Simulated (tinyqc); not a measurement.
Electromigration in a confined line: Blech product, Korhonen stress evolution and Black's law: one step, computed by the program tinyqc. Command: `OMP_NUM_THREADS=1 python tinyqc.py 3008413 3008414 out.jsonl emigr walk`. One thread of a shared host (Intel(R) Xeon(R) Processor @ 2.30GHz), about 0.02 s of CPU time with the checks.

The electron wind pushes atoms from the cathode (x = 0) to the anode (x = L); blocking ends build a back stress (tension positive). The input rho is taken not to change with temperature. d sigma/dt = d/dx [kappa (d sigma/dx + G)], with zero flux at both ends and sigma = sigma_0 at t = 0.

Task: Steady state and Blech product. At steady state sigma(x) = sigma_0 + G (L/2 - x). A void forms only if the cathode stress reaches sigma_c, that is if j L exceeds (j L)_c = 2 Omega (sigma_c - sigma_0)/(Z* e rho). Time scale tau = L^2/kappa.

Inputs (values chosen for the exercise, close to those used for cobalt lines):
```
quantity                    value          unit
resistivity rho              11.4  micro-ohm cm
atomic volume Omega          11.1    angstrom^3
effective charge number Z*    1.5             -
critical stress sigma_c       400           MPa
initial stress sigma_0        110           MPa
current density j             2.4       MA/cm^2
line length L                  22            um
test temperature T            230             C
```

Start: thermal stress.

stress gradient G = 59.23723 MPa/um

kappa = 3.063033e-18 m^2/s

Constants: e = 1.602176634e-19 C.

Give: steady cathode stress; j L; critical product (j L)_c; tau.

Result:

steady cathode stress = 761.61 MPa

j L = 5280 A/cm

critical product (j L)_c = 2349.9 A/cm

tau = 43893 h

j L is 2.25 times the critical product: the line can fail. Caution: a steady stress above sigma_c is formal, since a void forms first.
